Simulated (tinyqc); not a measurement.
Phonon transmission through an interface between two chains by Green functions: one step, computed by the program tinyqc. Command: `OMP_NUM_THREADS=1 python tinyqc.py 3020005 3020006 out.jsonl agf walk`. One thread of a shared host (Intel(R) Xeon(R) Processor @ 2.30GHz), about 0.01 s of CPU time with the checks.

Two semi-infinite chains (masses m_1, m_2; springs k_1, k_2), motion along the chain. The central region holds the end atom of each chain and one interlayer atom of mass m_b, joined by springs k_b. lambda = omega^2 in eV/(angstrom^2 u); nu = 15.6333042 THz x sqrt(lambda).

Task: Band tops and impedances. nu_max = 15.6333042 THz x 2 sqrt(k/m); impedance Z = sqrt(k m); long-wave transmission 4 Z_1 Z_2/(Z_1 + Z_2)^2; the probe frequency is the given share of the lower band top.

Inputs (values chosen for the exercise, for two model chains): mass m_1 = 16.2 u; spring k_1 = 4.19 eV/angstrom^2; mass m_2 = 31.4 u; spring k_2 = 2.57 eV/angstrom^2; probe frequency / lower band top = 0.32.

Atoms in the interlayer: one.

Constants: nu for 1 eV/(angstrom^2 u) = 15.6333042 THz.

Give: band top of chain 1; band top of chain 2; Z_1; Z_2; long-wave transmission; probe frequency.

Result:

band top of chain 1 = 15.90 THz

band top of chain 2 = 8.945 THz

Z_1 = 8.239 sqrt(eV u)/angstrom

Z_2 = 8.983 sqrt(eV u)/angstrom

long-wave transmission = 0.9981

probe frequency = 2.862 THz
